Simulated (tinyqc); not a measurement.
Deep-level transient spectroscopy (DLTS) of one majority-carrier trap: one step, computed by the program tinyqc.

A filling pulse loads the traps in a one-sided junction; under reverse bias they empty at the rate e, and the capacitance relaxes as C(t) = C_0 - dC exp(-e t). The signal is S = [C(t_2) - C(t_1)]/dC.

Question. Emission rate at T. e = g sigma v N_b exp(-E/k_B T), v = sqrt(3 k_B T/m), N_b = 2 M (2 pi m k_B T/h^2)^(3/2), sigma = sigma_0 exp(-E_b/k_B T), E = E_t.

Inputs (values chosen for the exercise, with mass and screening modelled on CdS):
```
quantity                    value  unit
density-of-states mass m    0.205   m_0
valleys M                       1     -
trap depth E_t              0.684    eV
cross-section sigma_0     2.5e-14  cm^2
degeneracy ratio g              1     -
temperature T                 395     K
capture barrier E_b         0.069    eV
```

Carriers: electrons. Extra term: capture barrier.

Constants: k_B = 8.617333262e-05 eV/K; k_B = 1.380649e-23 J/K; m_0 = 9.1093837015e-31 kg; h = 6.62607015e-34 J s.

Give: thermal velocity v; N_b; sigma; E; emission rate e.

Answer.

thermal velocity v = 2.9599e+07 cm/s

N_b = 3.5190e+18 cm^-3

sigma = 3.2929e-15 cm^2

E = 0.684 eV

emission rate e = 642.92 1/s
